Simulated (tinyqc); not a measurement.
Hubbard ring of 3 sites, step by step. One step of it, computed by the program tinyqc.

Task: Mean-field iteration 1. H(up) = T + U n(down), H(down) = T + U n(up); fill the lowest levels; n(new) = n + mixing (n(out) - n); E = tr T (rho up + rho down) + U sum n_up n_down of the output.

one-body matrix (hopping and site energies) (eV), lower triangle:
```
           1          2         3
1   0.010000
2  -0.620000   0.210000
3  -0.620000  -0.620000  0.560000
```

U = 3.500000 eV

electrons, up and down: 1  1

mixing = 1

n(up) at the start (a guess, not normalised): 1 0.783000, 2 0.000000, 3 0.783000

n(down) at the start (a guess): 1 0.000000, 2 0.783000, 3 0.000000

Give: levels, up; levels, down; energy; n(up) after iteration 1; n(down) after iteration 1.

Result:

levels, up (eV): -0.6016  0.9503  3.1718

levels, down (eV): -0.0994  2.6455  3.7149

energy = -0.7920 eV

n(up) after iteration 1: 1 0.6390, 2 0.0557, 3 0.3054

n(down) after iteration 1: 1 0.0638, 2 0.8887, 3 0.0475
